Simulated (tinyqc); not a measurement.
Thermal stress, cracking, delamination and buckling of a thin film; Griffith cracks and misfitting inclusions: one step, computed by the program tinyqc. Command: `OMP_NUM_THREADS=1 python tinyqc.py 3018547 3018548 out.jsonl filmcrack walk`. One thread of a shared host (Intel(R) Xeon(R) Processor @ 2.30GHz), about 0.01 s of CPU time with the checks.

Isotropic linear elasticity; the substrate is much thicker than the film; stress is positive in tension.

Question. Stress in the film. Thermal strain = (alpha_f - alpha_s)(T_d - T); stress = E/(1 - nu) x strain + intrinsic stress; plane-strain modulus Ebar = E/(1 - nu^2); G0 = stress^2 h/(2 Ebar) is the energy freed per area when a long strip loses its stress across its width.

Inputs (values chosen for the exercise, for a model film): film Young's modulus E = 217 GPa; film Poisson ratio nu = 0.19; film expansion alpha_f = 3.78 1e-6/K; substrate expansion alpha_s = 2.9 1e-6/K; deposition temperature T_d = 650 K; final temperature T = 300 K; intrinsic stress = -91 MPa; film thickness h = 0.55 micrometre.

Give: thermal strain; film stress; Ebar; G0.

Answer.

thermal strain = 3.08e-04

film stress = -8.486 MPa

Ebar = 225.1 GPa

G0 = 8.797e-05 J/m^2

The film ends in compression; the thermal part is 82.5 MPa.
